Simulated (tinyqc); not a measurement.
Changing the potential of the particle psi_1: a particle near a wafer in liquid: double-layer and van der Waals forces (DLVO), deposition barrier and removal. Computed by tinyqc, a small Python program. Command: `OMP_NUM_THREADS=1 python tinyqc.py 3110785 3110786 out.jsonl dlvo sweep`. One thread of a shared host (Intel(R) Xeon(R) Processor @ 2.30GHz), about 0.01 s of CPU time with the checks.

Sphere and flat wall, Derjaguin approximation, constant potentials in the linear-superposition form, no retardation and no hydration force.

Inputs (values chosen for the exercise, of the order of those for silicon nitride on silicon in water):
```
quantity,value,unit
particle radius R,40,nm
Hamaker constant A,2.5e-20,J
potential of the wafer psi_2,-46,mV
salt concentration c,0.0016,mol/L
valence z of the symmetric salt,1,-
temperature T,298,K
dielectric constant of the liquid,78.4,-
```

Constants: e = 1.602176634e-19 C; N_A = 6.02214076e+23 1/mol; eps_0 = 8.8541878128e-12 F/m; k_B = 1.380649e-23 J/K; k_B = 8.617333262e-05 eV/K.

Method:
- kappa^2 = 2 z^2 e^2 N_A (1000 c)/(eps eps_0 k_B T); gamma_i = tanh(z e psi_i/(4 k_B T)); Z = 64 pi eps eps_0 (k_B T/(z e))^2 gamma_1 gamma_2.
- U(h) = Z R exp(-kappa h) - A R/(6 h); F(h) = -dU/dh = kappa Z R exp(-kappa h) - A R/(6 h^2), positive for repulsion.
- F = 0 reads x^2 exp(-x) = y with x = kappa h and y = A kappa/(6 Z); the left side peaks at x = 2 with 4/e^2 = 0.5413, so roots exist for smaller y: x < 2 is the barrier, x > 2 the secondary minimum.
- The barrier height is zero when U = 0 and F = 0 together: kappa h = 1 and kappa = 6 Z/(e A), e = 2.718282 here; c follows from kappa^2, with the potentials held fixed.

One run for each value:
```
potential of the particle psi_1 (mV),barrier height (k_B T),critical concentration (mol/L),gamma_1
-100,207.21,0.60601,-0.75025
-88,189.21,0.51938,-0.69456
-77,170.07,0.43402,-0.63492
-66,148.35,0.34566,-0.56662
-54,121.81,0.25022,-0.48209
-42,92.70,0.16168,-0.38752
-31,64.44,0.09240,-0.29295
-20,35.83,0.03981,-0.19228
-8,7.17,0.00650,-0.07773
```

Over the rows, barrier height (k_B T) falls from 207 to 7.17; critical concentration (mol/L) falls from 0.606 to 0.00650; gamma_1 rises from -0.750 to -0.0777. gamma_1 bends over once |psi| exceeds about 2 k_B T/(z e) = 51 mV, so further charge gains less.

Extremes, crossings and ranges named in words are read from the listed rows.
